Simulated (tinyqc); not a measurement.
# Capacitance shares from swing and barrier lowering

Problem. Below threshold the charge is negligible, so the band edge moves as -(aG Vg + aD Vd), aG = CG/CS, aD = CD/CS (CG, CD the capacitances of the barrier top to gate and drain, CS the total), and I goes as exp((aG Vg + aD Vd)/Vt) once Vd is well above Vt. Find aG, aD, CS and CD.

Parameters, values chosen for the exercise:
- T = 300 K (temperature)

Constants: q = 1.602176634e-19 C, kB = 1.380649e-23 J/K, Vt = kB T/q. Results are converted to the units shown.

swing = 68.421183 mV/decade
DIBL = 39.080460 mV/V
CG = 12.878819 uF/cm^2

Solution. The swing is Vt ln 10/aG and the DIBL, -dVg/dVd at fixed current, is aD/aG.

aG = 0.8700
aD = 0.03400
CS = 14.80 uF/cm^2
CD = 0.5033 uF/cm^2

Numbers from tinyqc (`OMP_NUM_THREADS=1 python tinyqc.py 2400132 2400133 out.jsonl`; about 0.01 s on one thread of a shared Intel Xeon 2.30GHz).
